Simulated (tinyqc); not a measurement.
Sublattice potential against complex hopping: Haldane model. Computed by the program tinyqc. Command: `OMP_NUM_THREADS=1 python tinyqc.py 110520 110521 out.jsonl`; one thread of a shared host (Intel(R) Xeon(R) Processor @ 2.60GHz), about 0.08 s.

Honeycomb lattice:
```
parameter     value
t1 (eV)    1.590000
t2 (eV)    0.170000
phi (rad)  0.880000
```

H_AA = delta - 2 t2 sum cos(k.b + phi), H_BB = -delta - 2 t2 sum cos(k.b - phi), H_AB = -t1 (1 + exp(-i k.a1) + exp(-i k.a2)), b = a1, a2 - a1, -a2, m = 3 sqrt3 t2 sin(phi); the sign of the Chern number follows the orientation k1 then k2.

Gaps at the two valleys (eV) and Chern number of the lower band (12 x 12 mesh):
```
delta   gap 2|delta - m|  gap 2|delta + m|  Chern number
-1.225             3.812             1.088             0
-0.885             3.132             0.408             0
-0.408             2.178             0.546            -1
0.000              1.362             1.362            -1
0.272              0.818             1.906            -1
0.511              0.340             2.384            -1
0.851              0.340             3.064             0
1.362              1.362             4.086             0
```

Here |m| = 0.6808 eV. For |delta| < |m| the two valleys have masses of opposite sign and the Chern number is +/-1; one gap closes at |delta| = |m|, and beyond it the band is trivial.
